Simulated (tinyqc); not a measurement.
Worked calculation: nanosheet or nanowire with hard walls, valleys of the Si type. Values are carried at full precision from step to step, so a last printed digit may differ when a step is redone from the rounded ones.

Six ellipsoidal valleys along the cube axes: inverse mass tensor w = 1/mt + (1/ml - 1/mt) a a^T with a the unit axis. Device axes: x along the channel, z = [001], y = z x x.

Constants: hbar^2/2m0 = 3.80998211 eV angstrom^2; hbar = 6.58211957e-16 eV s; e^2/h = 3.874045865e-05 S; kB = 8.617333262e-05 eV/K.

Values chosen for the exercise (near those of Si; the results hold for these values, not for the real material): ml = 0.899 m0 (longitudinal mass); mt = 0.191 m0 (transverse mass); channel = 100 (transport direction x on a (001) wafer); W = 165 angstrom (width, along y); H = 54 angstrom (height, along z = [001]); dE = 0.064 eV (EF above the lowest subband edge); T = 77 K (temperature); g_all = 6 (number of valleys).

## Valley masses for a [100] channel

Rotate w into the device axes and group equal valleys (|w_yz| counts); order by w_zz, then w_yy. 1/m_x = w_xx - w_xc w_c^-1 w_cx with c the block (y, z).

Valleys:
```
group  valleys g    w_yy    w_zz  |w_yz|  m_x (m0)
A              2  5.2356  1.1123  0.0000    0.1910
B              2  1.1123  5.2356  0.0000    0.1910
C              2  5.2356  5.2356  0.0000    0.8990
```

The lightest transport mass, 0.191 m0, belongs to groups A and B.

## One-dimensional subbands

Hard walls around a W x H rectangle. The block w_c of w in (y, z) confines; the transport mass follows from 1/m_x = w_xx - w_xc w_c^-1 w_cx. The cross-section problem c (w_yy ky^2 + 2 w_yz ky kz + w_zz kz^2), c = hbar^2/2m0, is solved in products sin(n pi y/W) sin(l pi z/H), n, l = 1 to 12; if w_yz = 0 the levels are c pi^2 (w_yy n^2/W^2 + w_zz l^2/H^2). The w_yz term couples (n, l) to (n', l') by -2 c w_yz D_nn'(W) D_ll'(H) with D_nm(L) = 4 n m/(L (n^2 - m^2)) for n + m odd and 0 otherwise.

The ten lowest levels of all groups together, numbered within each group.

Subbands:
```
label  valleys g  m_x (m0)  E (eV)
A1             2    0.1910  0.0216
A2             2    0.1910  0.0433
A3             2    0.1910  0.0646
B1             2    0.1910  0.0691
B2             2    0.1910  0.0737
C1             2    0.8990  0.0747
A4             2    0.1910  0.0794
B3             2    0.1910  0.0813
A5             2    0.1910  0.0863
B4             2    0.1910  0.0921
```

The lowest subband is A1; the number of further ones in the list within kB T = 6.6 meV of it at 77 K is 0.

## Modes, density and velocity at zero temperature

With EF = E_lowest + dE, each subband below EF has k_F = sqrt(m_x (EF - E)/c), carries n = 2 g k_F/pi electrons per length (spin included), moves at v = 2 c k_F/(hbar m_x) and adds 2 g e^2/h to the ballistic conductance; c = hbar^2/2m0, 1 angstrom/s = 1e-8 cm/s.

Occupied subbands:
```
label  k_F (1/angstrom)  n (1/nm)  v (1e7 cm/s)
A1               0.0566     0.721          3.43
A2               0.0461     0.586          2.79
A3               0.0324     0.413          1.97
B1               0.0288     0.366          1.74
B2               0.0244     0.311          1.48
C1               0.0505     0.644          0.65
A4               0.0176     0.224          1.06
B3               0.0146     0.185          0.88
```

total n = 3.451 1/nm
ballistic conductance = 1239.7 microsiemens

EF lies below the last listed level, so the count is complete for these valleys (other families, and non-parabolicity above about 0.2 eV, are left out): 8 subbands with 16 valley modes. The Fermi velocity, averaged with the densities as weights, is 1.98 x 1e7 cm/s; the mean over all filled states moving one way is half of it.

## Threshold shift from confinement

Without degeneracy the line density is N1 exp((EF - Ec)/kB T) with N1 = sum 2 g sqrt(m_x kB T/(4 pi c)) exp(-E/kB T), here over n, l up to 80 where w_yz = 0 and over all levels of a 12 x 12 sine basis otherwise; the classical value is W H Nc with Nc = 2 g_all (m_dos kB T/(4 pi c))^(3/2), m_dos = (ml mt^2)^(1/3); dVt = kB T ln(W H Nc/N1).

Form N1, W H Nc and dVt.

N1 = 0.008300 1/nm
W H Nc = 0.3159 1/nm
dVt = 24.1 mV

## Checks

- Lowest level of group A on a 40 x 40 difference grid against the sine basis, eV: both 0.022.

(tinyqc, `OMP_NUM_THREADS=1 python tinyqc.py 1282167 1282168 out.jsonl`, Intel(R) Xeon(R) Processor @ 2.30GHz, 1 thread, shared host, about 0.02 s.)
